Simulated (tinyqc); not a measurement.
RHF in the 6-31g basis, for H2, spin multiplicity 1, step by step. One step of it, computed by the program tinyqc.

Task: Iteration 2: DIIS coefficients. Solve [B -1; -1 0][c; lambda] = [0; -1] for the coefficients, which sum to one.

B (overlaps of the stored error matrices):
$$\begin{pmatrix}
7.6611550e-03 & 4.3860547e-03 \\
4.3860547e-03 & 2.5110412e-03
\end{pmatrix}$$

Give: DIIS coefficients.

Result:

DIIS coefficients: [-1.3392, 2.3392]
